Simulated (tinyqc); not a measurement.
Hydrogenic impurity: series, fields, screening, photoionisation and donor-acceptor pairs: one step, computed by the program tinyqc.

One isotropic, parabolic band. Effective units: Ry* and a*, in which H = -nabla^2 - 2/r.

Problem. Effective units and the series. Ry* = Ry m/eps^2, a* = a_0 eps/m; level n is bound by Ry*/n^2; <r> = (3/2) a* in 1s; lines 1s -> np at Ry* (1 - 1/n^2); 1 THz = 4.135667696 meV.

Inputs (values chosen for the exercise, modelled on InP): electron mass m = 0.0764 m_0; dielectric constant eps = 12.5.

Parts treated: magnetic field and photoionisation.

Constants: Ry = 13.605693123 eV; a_0 = 0.529177210903 angstrom; h x 1 THz = 4.135667696 meV.

Give: Ry*; a*; <r> of 1s; Series.

Solution.

Ry* = 6.653 meV

a* = 86.58 angstrom

<r> of 1s = 129.9 angstrom

Series:

| n | binding (meV) | line from 1s (meV) | line (THz) |
|---|---|---|---|
| 2 | 1.663 | 4.989 | 1.206 |
| 3 | 0.739 | 5.913 | 1.430 |
| 4 | 0.416 | 6.237 | 1.508 |
| 5 | 0.266 | 6.387 | 1.544 |
